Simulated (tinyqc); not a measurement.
Static constant against the gap: interband optics of a two-band s-p chain from momentum matrix elements.

H(k) = [[Es - 2 ts cos ka, 2i V sin ka], [-2i V sin ka, Ep_ + 2 tp cos ka]] in the basis s, p; the lower band is full, with two electrons a cell. The velocity operator times hbar is W = dH/dk (eV angstrom); intra-atomic dipoles are left out.

With w(k) = |<c|W|v>|^2 and D(k) = Ec - Ev, on the mesh k_j = (j + 1/2)/N (2 pi/a): eps(E) = 1 + (8 pi e2/(a Ar)) mean_j (w/D^2) [1/(D - E - i eta) + 1/(D + E + i eta)], e2 = e^2/(4 pi eps0); light polarised along the chains, no local fields.

Constants: e^2/(4 pi eps0) = 14.39964547 eV angstrom; hbar^2/2m0 = 3.80998211 eV angstrom^2.

Values chosen for the exercise: a = 2.35 angstrom (period); Ep_ = -2.23 eV (lower orbital (p)); ts = 0.69 eV (s-s hopping); tp = 0.45 eV (p-p hopping); V = 1.58 eV (s-p hopping); Ar = 12.8 angstrom^2 (cross-section per chain).

Es takes the values listed; mesh of 400 points; the Penn-type estimate is 1 + 8 pi c e2 n_eff/(a Ar Dm^2) with Dm the f-weighted mean of D, f = w/(c D), n_eff = 2 mean(f), c = hbar^2/2m0.

Results:
```
Es (eV)  smallest D (eV)  Dm (eV)  n_eff  eps(0)  estimate
3.53               3.480    6.177  1.928   4.563     3.316
3.83               3.780    6.470  1.868   4.005     3.046
4.33               4.280    6.957  1.775   3.320     2.681
4.83               4.780    7.444  1.689   2.838     2.397
5.83               5.780    8.417  1.536   2.220     1.994
6.83               6.780    9.393  1.405   1.856     1.730
8.83               8.780   11.350  1.196   1.472     1.425
```

eps(0) - 1 falls from 3.563 to 0.472, as Dm^-3.32; a fixed n_eff would give the power -2, and n_eff goes from 1.928 to 1.196. The single-gap estimate is low by 35.0 % of eps(0) - 1 in the first row and 9.8 % in the last, since 1/D^2 favours the smallest separations. n_eff need not equal the 2 electrons of the cell: a two-orbital basis with chosen hoppings does not obey the free-electron sum rule.

(tinyqc, `OMP_NUM_THREADS=1 python tinyqc.py 1680189 1680190 out.jsonl`, Intel(R) Xeon(R) Processor @ 2.30GHz, 1 thread, shared host, about 0.01 s.)
